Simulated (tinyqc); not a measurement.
Worked calculation: rapid thermal processing of a wafer: radiative balance, ramp and cooling, pattern effects, pyrometer error and spike budget. Computed by tinyqc, a small Python program that keeps every step. Command: `OMP_NUM_THREADS=1 python tinyqc.py 3110772 3110773 out.jsonl rtp walk`. One thread of a shared host (Intel(R) Xeon(R) Processor @ 2.30GHz), about 0.07 s of CPU time with the checks. Intermediate numbers are printed to about 6 digits and carried at full precision; extremes and crossings named in words are read from the listed rows.

The wafer is opaque and uniform through its thickness unless said otherwise; temperatures in formulas are in kelvin (C + 273.15). sigma = 5.670374419e-12 W/(cm^2 K^4).

Inputs (values chosen for the exercise, modelled on a hot silicon wafer):

| quantity | value | unit |
|---|---|---|
| wafer thickness d | 775 | micrometre |
| heat capacity per volume C | 2.14 | J/(cm^3 K) |
| thermal conductivity k | 0.24 | W/(cm K) |
| emissivity eps of each face | 0.57 | - |
| reflectivity of the chamber walls r | 0.79 | - |
| gas heat-transfer coefficient h, both faces together | 7.9 | mW/(cm^2 K) |
| wall temperature T_w | 500 | K |
| process temperature | 1050 | C |
| starting temperature | 500 | C |
| ramp rate | 36 | K/s |
| relative change of absorptivity over a pattern | 13 | % |
| period of the pattern | 9.9 | mm |
| pyrometer wavelength | 2.3 | micrometre |
| error of the assumed emissivity | 4.4 | % |
| activation energy of the process E_a | 3.46 | eV |

Constants: k_B = 8.617333262e-05 eV/K; h = 6.62607015e-34 J s; c = 299792458 m/s; k_B = 1.380649e-23 J/K.

## Power to hold and to ramp

Effective emissivity between parallel grey plates: eps_eff = 1/(1/eps + 1/(1 - r) - 1). Loss per area q(T) = 2 eps_eff sigma (T^4 - T_w^4) + h (T - T_w). Absorbed power during a ramp = q(T) + C d x ramp rate; thermal time constant tau = C d/(dq/dT), dq/dT = 8 eps_eff sigma T^3 + h; natural cooling rate q/(C d); front-to-back difference under one-sided heating at the end of the ramp = (absorbed power) d/(2 k).

eps_eff = 0.181281

holding power q = 12.6757 W/cm^2

power at the end of the ramp = 18.6463 W/cm^2

dq/dT = 26.9494 mW/(cm^2 K)

time constant tau = 6.15412 s

natural cooling rate = 76.4287 K/s

front-to-back difference = 3.01060 K

Radiation carries 49 % of the loss. The ramp needs 1.5 times the holding power.

## Cooling curve

Cooling with the lamps off: C d dT/dt = -q(T), integrated adaptively (relative tolerance 1e-10).

Lamps off at t = 0:

| t (s) | T (C) | cooling rate (K/s) |
|---|---|---|
| 0.62 | 1004.87 | 69.3545 |
| 1.20 | 966.32 | 63.7055 |
| 2.50 | 890.43 | 53.5563 |
| 4.30 | 803.72 | 43.3736 |
| 6.20 | 729.03 | 35.6502 |
| 9.20 | 635.69 | 27.1571 |
| 15.00 | 509.57 | 17.3448 |
| 25.00 | 383.45 | 8.9889 |

The rate falls from 76.4 K/s at t = 0 to 8.99 K/s in the last row.

## Thermal budget of a spike

Spike anneal: linear ramp to the peak, then lamps off. Equivalent time at the peak = int exp(-(E_a/k_B)(1/T - 1/T_peak)) dt; estimate (k_B T^2/E_a)(1/ramp rate + 1/cooling rate). The ramp part uses 4000 trapezoid steps, the cooling part 4000 steps over 4 tau. Time within 50 K of the peak from the same curves.

equivalent time, ramp = 1.13836 s

equivalent time, cooling = 0.585245 s

equivalent time, total = 1.72360 s

estimate = 1.78169 s

time within 50 K of the peak = 2.07947 s

Cooling supplies 34 % of the budget.

## What a faster ramp buys

The formulas are those given above.

Against the ramp rate:

| ramp (K/s) | ramp part (s) | cooling part (s) | total (s) | power at the peak (W/cm^2) |
|---|---|---|---|---|
| 10 | 4.09810 | 0.585245 | 4.68334 | 14.334 |
| 25 | 1.63924 | 0.585245 | 2.22448 | 16.822 |
| 50 | 0.81962 | 0.585245 | 1.40486 | 20.968 |
| 100 | 0.40981 | 0.585245 | 0.99505 | 29.261 |
| 250 | 0.16392 | 0.585245 | 0.74917 | 54.138 |
| 500 | 0.08196 | 0.585245 | 0.66721 | 95.601 |
| 1000 | 0.04098 | 0.585245 | 0.62623 | 178.526 |

From 10 to 100 K/s the total falls by a factor 4.7, from 100 to 1000 K/s by 1.59: the cooling part, 0.585 s, is a floor, and the natural cooling rate here is 76.4 K/s.

## Pattern effect

At steady state a sinusoidal change of absorbed power of relative amplitude a and period p gives the temperature amplitude a q/(dq/dT + k d (2 pi/p)^2); healing length l = sqrt(k d/(dq/dT)); process change = E_a dT/(k_B T^2). Emissivity is taken as unchanged.

healing length l = 8.30772 mm

amplitude without lateral conduction = 61.1457 K

amplitude = 2.12308 K

change of the process rate = 4.86912 %

Lateral conduction cuts the amplitude to 3.5 %, since p/(2 pi l) = 0.19.

## Pyrometer error

Signal proportional to eps/(exp(c2/(lambda T)) - 1), c2 = h c/k_B. If the assumed emissivity is too high by the given error, the reading T' solves (1 + error)/(exp(c2/(lambda T')) - 1) = 1/(exp(c2/(lambda T)) - 1). Wien estimate: T' - T = -lambda T^2 ln(1 + error)/c2. Process rates go as exp(-E_a/(k_B T)).

c2 = 14387.8 micrometre K

c2/(lambda T) = 4.72777

reading less true temperature = -11.8397 K

Wien estimate = -12.0510 K

rate at T over rate at T', less 1 = 31.5197 %

Caution: below about 600 C lightly doped silicon is partly transparent at this wavelength, so its emissivity is not yet the hot value early in the ramp.

Checks made by the program: cooling time against quadrature of C d dT/q (relative difference 7e-08).
